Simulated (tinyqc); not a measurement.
Thermal, flicker and telegraph noise of a field-effect transistor: one step, computed by the program tinyqc.

Strong inversion, threshold roll-off and channel-length modulation left out; noise sources are uncorrelated and are given as one-sided spectral densities. The drain voltage is 50 mV.

Question. Thermal noise and corner. C_ox = 3.9 eps_0/t; I = mu C_ox (W/L) V_ov V_D; g_m = I/V_ov; g_d0 = I/V_D. Thermal: S_I = 4 k_B T g_d0; input-referred S_V = S_I/g_m^2; corner f_c where flicker equals thermal. Total input noise from 1 Hz to f_c: sqrt(S_V,thermal [f_c ln(f_c/1 Hz) + f_c - 1 Hz]).

Inputs (values chosen for the exercise, modelled on a high-k silicon transistor):
```
quantity                      value        unit
width W                         1.2  micrometre
length L                       1200          nm
electrical oxide thickness t      2          nm
mobility mu                     470  cm^2/(V s)
overdrive V_ov                 0.77           V
frequency f                      40          Hz
temperature T                   400           K
```

Operating region: linear. Flicker model: Hooge.

g_m = 40.57432 microsiemens

flicker S_I = 2.246417e-21 A^2/Hz

drain current I = 31.24222 microampere

Constants: k_B = 1.380649e-23 J/K; eps_0 = 8.8541878128e-12 F/m; e = 1.602176634e-19 C.

Give: thermal S_I; input-referred thermal noise; corner frequency f_c; input noise up to f_c; full shot noise 2eI over thermal S_I.

Answer.

thermal S_I = 1.380e-23 A^2/Hz

input-referred thermal noise = 91.57 nV/sqrt(Hz)

corner frequency f_c = 6510 Hz

input noise up to f_c = 23.11 microvolt

full shot noise 2eI over thermal S_I = 0.7253

At f the noise is flicker dominated (f_c/f = 163).
